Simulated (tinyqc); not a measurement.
Thermoelectric coefficients of a parabolic band, Landauer integrals: one step of the calculation.

Bulk parabolic band, x = (E - Ec)/kB T, C = hbar^2/(2 m0), kB T in eV. Modes per area gv m kB T x/(4 pi C) times the back-scattering length l0 x^rr give the transport function s0 X(x), s0 = (2 q^2/h) gv m kB T l0/(4 pi C), X = x^(1 + rr). I_k = int X (x - eta)^k w dx, w = 1/(4 cosh^2((x - eta)/2)).

Problem. The three integrals on a coarse grid. Simpson's rule on nE equally spaced points from xa to xe.

Inputs (values chosen for the exercise):
```
symbol  value  unit                             meaning
rr          0            energy exponent of that length
eta       3.2        reduced Fermi level (EF - Ec)/kB T
xa          0                     lower end of the grid
xe         13                     upper end of the grid
nE         15                        points of the grid
```

Wanted: x; X; w; X w; I_0, I_1, I_2 on this grid.

Solution.

```
point	x	X	w	X w
0	0.000	0	0.037632	0
1	0.929	0.92857	0.084772	0.078716
2	1.857	1.8571	0.16417	0.30490
3	2.786	2.7857	0.23957	0.66738
4	3.714	3.7143	0.23417	0.86978
5	4.643	4.6429	0.15458	0.71771
6	5.571	5.5714	0.078088	0.43506
7	6.500	6.5000	0.034306	0.22299
8	7.429	7.4286	0.014158	0.10517
9	8.357	8.3571	0.0056924	0.047572
10	9.286	9.2857	0.0022648	0.021030
11	10.214	10.214	8.9733e-4	0.0091656
12	11.143	11.143	3.5494e-4	0.0039550
13	12.071	12.071	1.4030e-4	0.0016937
14	13.000	13.000	5.5445e-5	7.2079e-4
```

I_0, I_1, I_2 on this grid: 3.2381  3.0697  11.610

Range of the model: Parabolic bands, elastic scattering and a fixed kL make these model figures, not those of a material.

Numbers from tinyqc (`OMP_NUM_THREADS=1 python tinyqc.py 2800102 2800103 out.jsonl`; about 0.1 s on one thread of a shared Intel Xeon 2.30GHz).
